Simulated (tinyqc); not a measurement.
Extended Hueckel theory, for H4+, step by step. The parameters take no account of the charge, which enters only through the electron count. Computed by tinyqc, a small Python program that keeps every step (integrals from PySCF). Settings: charge = 1, K = 2.0, multiplicity = 2. Command: `OMP_NUM_THREADS=1 python tinyqc.py 23306 23307 out.jsonl` (the two numbers bound the seeds that draw the settings). One thread of a shared host (Intel(R) Xeon(R) Processor @ 2.60GHz), about 0.01 s of CPU time with the checks.

## Overlaps

Geometry (angstrom):
```
atom,x,y,z
H,0.000000,0.000000,0.000000
H,0.000000,0.000000,0.773000
H,0.000000,0.000000,1.661000
H,0.000000,0.000000,2.433000
```

Parameters chosen for this run:
```
element,shell,Slater exponent,H_ii (eV)
H,1s,1.300000,-13.600000
```

Slater orbitals, each expanded in six Gaussians scaled to its exponent.

overlap S, lower triangle:
```
,1H 1s,2H 1s,3H 1s,4H 1s
1H 1s,1.000000
2H 1s,0.614009,1.000000
3H 1s,0.179652,0.538155,1.000000
4H 1s,0.047904,0.179939,0.614684,1.000000
```

## Wolfsberg-Helmholz matrix

diagonal H_ii (eV): 1H 1s -13.600000, 2H 1s -13.600000, 3H 1s -13.600000, 4H 1s -13.600000

K = 2.000000

H_ij = K' S_ij (H_ii + H_jj)/2 for i != j (the diagonal keeps H_ii), with K' = 2.

H (eV), lower triangle:
```
,1H 1s,2H 1s,3H 1s,4H 1s
1H 1s,-13.600000
2H 1s,-16.701051,-13.600000
3H 1s,-4.886537,-14.637829,-13.600000
4H 1s,-1.302983,-4.894347,-16.719412,-13.600000
```

## Orbitals

valence electrons = 3

Solve H C = S C e through S^(-1/2); fill by pairs from the bottom, a degenerate level sharing its electrons equally; each orbital has its largest coefficient positive (the first on a tie).

orbital energies (eV): -20.797417  -15.922026  2.242526  38.168936

occupations: 2.000000  1.000000  0.000000  0.000000

coefficients:
```
,MO1,MO2,MO3,MO4
1H 1s,0.287875,0.556313,0.837540,0.780505
2H 1s,0.390310,0.324879,-0.618840,-1.337587
3H 1s,0.390477,-0.324609,-0.616629,1.339733
4H 1s,0.288257,-0.555752,0.836794,-0.783153
```

sum of one-electron energies = -57.516861 eV

## Mulliken analysis

P = C n C^T; charge = valence electrons (H 1) minus the sum of (P S)_ii on the atom; overlap population = 2 sum P_ij S_ij between two atoms.

charges: 1H 0.274732, 2H 0.225531, 3H 0.225188, 4H 0.274548

Overlap populations:
```
pair,value
2-1,0.497907
3-1,0.015893
3-2,0.214568
4-1,-0.013720
4-2,0.016003
4-3,0.498531
```
